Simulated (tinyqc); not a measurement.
## Bandgap voltage reference from two bipolar transistors: effect of the output resistor at T0

Two transistors of area 1 and N carry the same current I. Is(T) = Is (T/T0)^eta exp[(Vg0 q/kB)(1/T0 - 1/T)], VBE1 = Vt ln(I/Is(T)) + I rb, VBE2 = Vt ln(I/(N Is(T))) + I rb/N. The amplifier forces I R1(T) = VBE1 - VBE2 + Vos, with R(T) = R (1 + tc (T - T0)) for both resistors, and the output is Vref = VBE1 + I R2(T). Base currents and the Early effect are neglected.

Vt = kB T/q; I = (Vt ln N + Vos)/(R1(T) - rb (1 - 1/N)). Box coefficient: span of Vref between 233 and 398 K over its average over T and over 165 K. The last column is the R2 that gives zero slope at T0.

Values chosen for this exercise; values of the order met in silicon bipolar transistors: reference temperature T0 = 298 K; band-gap voltage extrapolated to 0 K Vg0 = 1.146 V; temperature exponent of the saturation current eta = 3.7; saturation current of the unit transistor at T0 Is = 1.5e-17 A; area ratio of the second transistor N = 4; resistor across which the difference of VBE falls, at T0 R1 = 33 kohm; temperature coefficient of both resistors tc = 0 ppm/K; offset of the amplifier Vos = 0 mV; series resistance of the unit transistor rb = 0 ohm.

Constants: q = 1.602176634e-19 C, kB = 1.380649e-23 J/K. Results are converted to the units shown.

Results:

| R2 (kohm) | I at T0 (uA) | Vref at T0 (V) | slope at T0 (uV/K) | box coefficient (ppm/K) | R2 for zero slope (kohm) |
|---|---|---|---|---|---|
| 489 | 1.079 | 1.169 | -153.9 | 141.1 | 531.5 |
| 504.9 | 1.079 | 1.187 | -96.31 | 90.27 | 531.5 |
| 520.9 | 1.079 | 1.204 | -38.39 | 41.65 | 531.5 |
| 531.5 | 1.079 | 1.215 | -0.02012 | 17.62 | 531.5 |
| 558.1 | 1.079 | 1.244 | 96.27 | 68.85 | 531.5 |
| 574 | 1.079 | 1.261 | 153.8 | 113.4 | 531.5 |

Estimate the missing row, R2 = 542.1 kohm.

Computed row:

| R2 (kohm) | I at T0 (uA) | Vref at T0 (V) | slope at T0 (uV/K) | box coefficient (ppm/K) | R2 for zero slope (kohm) |
|---|---|---|---|---|---|
| 542.1 | 1.079 | 1.227 | 38.35 | 26.06 | 531.5 |

With this row back in the table: As R2 goes from 489 to 574, Vref rises from 1.169 to 1.261 V and the box coefficient goes from 141 through a minimum of 17.6 (at R2 = 531.5 among the rows listed) to 113 ppm/K. One per cent in R2 moves the slope by 19.2 uV/K.

Computed by the program tinyqc: `OMP_NUM_THREADS=1 python tinyqc.py 2062178 2062179 out.jsonl`, one thread of a shared Intel Xeon 2.30GHz, about 0.02 s for the whole run.
